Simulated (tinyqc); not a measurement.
# Rapid thermal processing of a wafer: radiative balance, ramp and cooling, pattern effects, pyrometer error and spike budget, step by step

A worked calculation. Computed by tinyqc, a small Python program that keeps every step. Command: `OMP_NUM_THREADS=1 python tinyqc.py 3113282 3113283 out.jsonl rtp walk`. One thread of a shared host (Intel(R) Xeon(R) Processor @ 2.30GHz), about 0.04 s of CPU time with the checks. Intermediate numbers are printed to about 6 digits and carried at full precision; extremes and crossings named in words are read from the listed rows.

The wafer is opaque and uniform through its thickness unless said otherwise; temperatures in formulas are in kelvin (C + 273.15). sigma = 5.670374419e-12 W/(cm^2 K^4).

Inputs (values chosen for the exercise, modelled on a hot silicon wafer): wafer thickness d = 725 micrometre; heat capacity per volume C = 2.16 J/(cm^3 K); thermal conductivity k = 0.27 W/(cm K); emissivity eps of each face = 0.65; reflectivity of the chamber walls r = 0.63; gas heat-transfer coefficient h, both faces together = 2.6 mW/(cm^2 K); wall temperature T_w = 500 K; process temperature = 1020 C; starting temperature = 400 C; ramp rate = 89 K/s; relative change of absorptivity over a pattern = 3.5 %; period of the pattern = 15 mm; pyrometer wavelength = 0.9 micrometre; error of the assumed emissivity = 9.3 %; activation energy of the process E_a = 3.46 eV.

Constants: k_B = 8.617333262e-05 eV/K; h = 6.62607015e-34 J s; c = 299792458 m/s; k_B = 1.380649e-23 J/K.

## Power to hold and to ramp

Effective emissivity between parallel grey plates: eps_eff = 1/(1/eps + 1/(1 - r) - 1). Loss per area q(T) = 2 eps_eff sigma (T^4 - T_w^4) + h (T - T_w). Absorbed power during a ramp = q(T) + C d x ramp rate; thermal time constant tau = C d/(dq/dT), dq/dT = 8 eps_eff sigma T^3 + h; natural cooling rate q/(C d); front-to-back difference under one-sided heating at the end of the ramp = (absorbed power) d/(2 k).

eps_eff = 0.308531

holding power q = 11.6280 W/cm^2

power at the end of the ramp = 25.5654 W/cm^2

dq/dT = 32.8655 mW/(cm^2 K)

time constant tau = 4.76488 s

natural cooling rate = 74.2526 K/s

front-to-back difference = 3.43239 K

Radiation carries 82 % of the loss. The ramp needs 2.2 times the holding power.

## Cooling curve

Cooling with the lamps off: C d dT/dt = -q(T), integrated adaptively (relative tolerance 1e-10).

Lamps off at t = 0:
```
t (s)    T (C)  cooling rate (K/s)
0.48   986.054             67.3823
0.95   955.763             61.6660
1.90   901.795             52.3908
3.30   835.788             42.5028
4.80   777.953             35.0262
7.10   707.037             27.2005
12.00  599.613             17.7563
19.00  501.103             11.1863
```

The rate falls from 74.3 K/s at t = 0 to 11.2 K/s in the last row.

## Thermal budget of a spike

Spike anneal: linear ramp to the peak, then lamps off. Equivalent time at the peak = int exp(-(E_a/k_B)(1/T - 1/T_peak)) dt; estimate (k_B T^2/E_a)(1/ramp rate + 1/cooling rate). The ramp part uses 4000 trapezoid steps, the cooling part 4000 steps over 4 tau. Time within 50 K of the peak from the same curves.

equivalent time, ramp = 0.440402 s

equivalent time, cooling = 0.591203 s

equivalent time, total = 1.03160 s

estimate = 1.02885 s

time within 50 K of the peak = 1.28570 s

Cooling supplies 57 % of the budget.

## What a faster ramp buys

The formulas are those given above.

Against the ramp rate:
```
ramp (K/s)  ramp part (s)  cooling part (s)  total (s)  power at the peak (W/cm^2)
10                3.91957          0.591203    4.51078                      13.194
25                1.56783          0.591203    2.15903                      15.543
50                0.78391          0.591203    1.37512                      19.458
100               0.39196          0.591203    0.98316                      27.288
250               0.15678          0.591203    0.74799                      50.778
500               0.07839          0.591203    0.66959                      89.928
1000              0.03920          0.591203    0.63040                     168.228
```

From 10 to 100 K/s the total falls by a factor 4.6, from 100 to 1000 K/s by 1.56: the cooling part, 0.591 s, is a floor, and the natural cooling rate here is 74.3 K/s.

## Pattern effect

At steady state a sinusoidal change of absorbed power of relative amplitude a and period p gives the temperature amplitude a q/(dq/dT + k d (2 pi/p)^2); healing length l = sqrt(k d/(dq/dT)); process change = E_a dT/(k_B T^2). Emissivity is taken as unchanged.

healing length l = 7.71758 mm

amplitude without lateral conduction = 12.3832 K

amplitude = 1.08145 K

change of the process rate = 2.59663 %

Lateral conduction cuts the amplitude to 8.7 %, since p/(2 pi l) = 0.31.

## Pyrometer error

Signal proportional to eps/(exp(c2/(lambda T)) - 1), c2 = h c/k_B. If the assumed emissivity is too high by the given error, the reading T' solves (1 + error)/(exp(c2/(lambda T')) - 1) = 1/(exp(c2/(lambda T)) - 1). Wien estimate: T' - T = -lambda T^2 ln(1 + error)/c2. Process rates go as exp(-E_a/(k_B T)).

c2 = 14387.8 micrometre K

c2/(lambda T) = 12.3624

reading less true temperature = -9.23553 K

Wien estimate = -9.30201 K

rate at T over rate at T', less 1 = 25.0254 %

Checks made by the program: cooling time against quadrature of C d dT/q (relative difference 3e-08).
